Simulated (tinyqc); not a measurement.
Inside a calculation. Model: conduction-band offset of an n-N heterojunction from carrier-profile moments.

Computed by the program tinyqc: `OMP_NUM_THREADS=1 python tinyqc.py 2410068 2410069 out.jsonl`, one thread of a shared Intel Xeon 2.30GHz, about 0.08 s for the whole run. Printed values are rounded.

Layer 1 (x < 0) accumulates electrons and layer 2 (x > 0) is depleted. Boltzmann statistics. The bands bend down by V1 in layer 1 and up by V2 in layer 2, with V1 + V2 = VD = dE + Vt ln[(N2/Nc2)/(N1/Nc1)].

Inputs (values chosen for the exercise); values of the order of III-V alloys:
```
symbol,value,unit,meaning
T,200,K,temperature
eps_r,12.7,,relative permittivity of both layers
Nc1,2.2e17,cm^-3,density of states of the narrow-gap layer 1
Nc2,1e18,cm^-3,density of states of the wide-gap layer 2
dE,0.24,eV,conduction-band offset
N1,8.1e15,cm^-3,donor density in layer 1
N2,2.3e16,cm^-3,donor density in layer 2
si,0,cm^-2,fixed charge at the interface
```

Constants: q = 1.602176634e-19 C, kB = 1.380649e-23 J/K, Vt = kB T/q, eps0 = 8.8541878128e-14 F/cm where lengths are in cm. Results are converted to the units shown.

Range of the model: The accumulated density at the interface nears Nc1, where degeneracy and quantisation set in.

## Division of the diffusion potential

Sheet densities from the first integral: Q1 = sqrt((2 eps0 eps_r Vt N1/q)(exp(u1) - u1 - 1)) extra electrons, Q2 = sqrt((2 eps0 eps_r Vt N2/q)(exp(-u2) + u2 - 1)) missing ones, u = V/Vt; neutrality Q1 = Q2 + si. Q1 - Q2 rises steadily with V1, so V1 follows by bisection.

VD = 0.231891 V
V1 = 0.0586776 V
V2 = 0.173213 V
Q1 = 2.24406e11 cm^-2
n at x = 0- = 2.43835e17 cm^-3
n at x = 0+ = 9.92979e11 cm^-3

n drops across the interface by 2.46e5 = (Nc1/Nc2) exp(dE/Vt).

## Electron profile

| left point | -x (nm) |
|---|---|
| 0 | 0 |
| 1 | 0.894 |
| 2 | 5.42 |
| 3 | 15.5 |
| 4 | 32.8 |
| 5 | 58.7 |
| 6 | 94.3 |
| 7 | 141 |
| 8 | 199 |
| 9 | 271 |

| right point | x (nm) |
|---|---|
| 0 | 0 |
| 1 | 14.8 |
| 2 | 36.5 |
| 3 | 61.9 |
| 4 | 89.9 |
| 5 | 120 |
| 6 | 152 |
| 7 | 186 |
| 8 | 221 |
| 9 | 258 |

Integrate the field q Q(V)/(eps0 eps_r) away from the interface on each side; n = N exp(+/- V/Vt).

| left point | n in layer 1 (cm^-3) |
|---|---|
| 0 | 2.43835e17 |
| 1 | 2.08098e17 |
| 2 | 1.10563e17 |
| 3 | 4.66985e16 |
| 4 | 2.17364e16 |
| 5 | 1.28681e16 |
| 6 | 9.65521e15 |
| 7 | 8.52704e15 |
| 8 | 8.19269e15 |
| 9 | 8.11429e15 |

| right point | n in layer 2 (cm^-3) |
|---|---|
| 0 | 9.92979e11 |
| 1 | 1.25588e13 |
| 2 | 2.44421e14 |
| 3 | 2.58558e15 |
| 4 | 1.02442e16 |
| 5 | 1.81049e16 |
| 6 | 2.16373e16 |
| 7 | 2.26808e16 |
| 8 | 2.29301e16 |
| 9 | 2.29861e16 |

## Offset from the moments

A C-V profile smears n(x) but keeps its zeroth and first moments: si = -int (N - n) dx, VD = (q/(eps0 eps_r)) int (N - n) x dx, dE = VD - Vt ln[(N2/Nc2)/(N1/Nc1)]. Use the trapezoidal rule on each side.

si = 2.06149e10 cm^-2
VD = 0.230949 V
dE = 0.239058 eV

On these few points dE comes out -0.94 meV from the true 0.24 eV, and si misses by 2.1e10 cm^-2, 9.2 % of Q1.
